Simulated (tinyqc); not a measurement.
# One gate, two gates and a surrounding gate

Below threshold the potential that source and drain add obeys Laplace's equation, vanishes on the gates and decays along the channel as exp(-k y). The same ts (depleted depth over a conducting body, body thickness or wire diameter), ti and permittivities in three geometries; k is the smallest positive root of: one gate, f(k) = eps_r sin(k ti) cos(k ts) + ei cos(k ti) sin(k ts); two gates, f(k) = ei cos(k ti) cos(k ts/2) - eps_r sin(k ti) sin(k ts/2); wire, f(k) = ei J0(u)[J1(u) Y0(v) - Y1(u) J0(v)] - eps_r J1(u)[J0(u) Y0(v) - Y0(u) J0(v)], u = k ts/2, v = u + k ti. Parabolic estimates of l: sqrt((eps_r/ei) ts ti); sqrt((eps_r/(2 ei)) ts ti (1 + ei ts/(4 eps_r ti))); sqrt([2 eps_r ts^2 ln(1 + 2 ti/ts) + ei ts^2]/(16 ei)), in the same order.

Parameters, values chosen for the exercise; permittivities: semiconductor made up, insulator close to that of hafnium oxide: relative permittivity of the semiconductor eps_r = 15.1; relative permittivity of the insulator ei = 23; insulator thickness ti = 2.1 nm; depletion depth ts = 15 nm.

Scale lengths (nm):
```
                                 Lambda = pi/k  l = 1/k  l(parabolic)
one gate over a conducting body          16.42    5.227         4.548
two gates                                17.83    5.676         6.202
wire                                     11.63    3.702         4.315
```

What do the numbers show?

The wire has the shortest scale length, 0.652 times that of the double gate; the single gate over a conducting body has 0.921 times it, its layer ending directly on a conductor where the double gate has a second insulator. The parabolic estimates are 13 % below, 9.3 % above and 17 % above the exact l, in the order of the rows.

Program tinyqc, `OMP_NUM_THREADS=1 python tinyqc.py 2420174 2420175 out.jsonl`; Intel Xeon 2.30GHz, shared host, one thread, about 0.01 s.
